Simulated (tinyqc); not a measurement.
Mesh against broadening: interband optics of a two-band s-p chain from momentum matrix elements.

H(k) = [[Es - 2 ts cos ka, 2i V sin ka], [-2i V sin ka, Ep_ + 2 tp cos ka]] in the basis s, p; the lower band is full, with two electrons a cell. The velocity operator times hbar is W = dH/dk (eV angstrom); intra-atomic dipoles are left out.

With w(k) = |<c|W|v>|^2 and D(k) = Ec - Ev, on the mesh k_j = (j + 1/2)/N (2 pi/a): eps(E) = 1 + (8 pi e2/(a Ar)) mean_j (w/D^2) [1/(D - E - i eta) + 1/(D + E + i eta)], e2 = e^2/(4 pi eps0); light polarised along the chains, no local fields.

Constants: e^2/(4 pi eps0) = 14.39964547 eV angstrom.

Inputs chosen for the exercise: a = 4.18 angstrom (period); Es = 3.96 eV (upper orbital (s)); Ep_ = -2.05 eV (lower orbital (p)); ts = 0.56 eV (s-s hopping); tp = 0.54 eV (p-p hopping); V = 0.54 eV (s-p hopping); Ar = 13.2 angstrom^2 (cross-section per chain); E = 3.11 eV (photon energy).

eps2 at E for three widths, and eps(0) at eta = 0; the last row is the mesh of 2000 points.

Convergence:

| N | eta = 0.03 eV | eta = 0.1 eV | eta = 0.3 eV | eps(0) |
|---|---|---|---|---|
| 4 | 0.007 | 0.024 | 0.071 | 1.4456 |
| 8 | 0.046 | 0.151 | 0.415 | 1.8684 |
| 16 | 0.059 | 0.194 | 0.519 | 1.8931 |
| 32 | 0.059 | 0.195 | 0.521 | 1.8931 |
| 64 | 0.059 | 0.195 | 0.521 | 1.8931 |
| 128 | 0.059 | 0.195 | 0.521 | 1.8931 |
| 2000 | 0.059 | 0.195 | 0.521 | 1.8931 |

What does the comparison show, and why?

The first N from which eps2 stays within 2 % of the last row is 16 for eta = 0.03, 16 for 0.1 and 16 for 0.3 eV; for eps(0) and 0.1 % it is 16. E lies outside the range of transitions, so eps2 is only the tail of the broadening and grows with eta.

Run: tinyqc, `OMP_NUM_THREADS=1 python tinyqc.py 1680936 1680937 out.jsonl`; Intel(R) Xeon(R) Processor @ 2.30GHz, one thread, shared host; about 0.01 s of CPU time with all checks.
